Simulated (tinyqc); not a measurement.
Inside a calculation. Method: plane-wave Kohn-Sham cycle with exchange-only LDA in a layered model solid. One step of it, computed by the program tinyqc.

Task: Iteration 1: levels at that k. Diagonalise the Hermitian matrix.

H (hartree):
```
           -3         -2         -1         +0         +1         +2         +3
-3   6.007310  -0.160000   0.100000   0.000000   0.000000   0.000000   0.000000
-2  -0.160000   2.402495  -0.160000   0.100000   0.000000   0.000000   0.000000
-1   0.100000  -0.160000   0.315497  -0.160000   0.100000   0.000000   0.000000
+0   0.000000   0.100000  -0.160000  -0.253684  -0.160000   0.100000   0.000000
+1   0.000000   0.000000   0.100000  -0.160000   0.694951  -0.160000   0.100000
+2   0.000000   0.000000   0.000000   0.100000  -0.160000   3.161404  -0.160000
+3   0.000000   0.000000   0.000000   0.000000   0.100000  -0.160000   7.145673
```

Give: eigenvalues.

Result:

eigenvalues (hartree): -0.3159  0.2967  0.7424  2.4117  3.1684  6.0164  7.1538
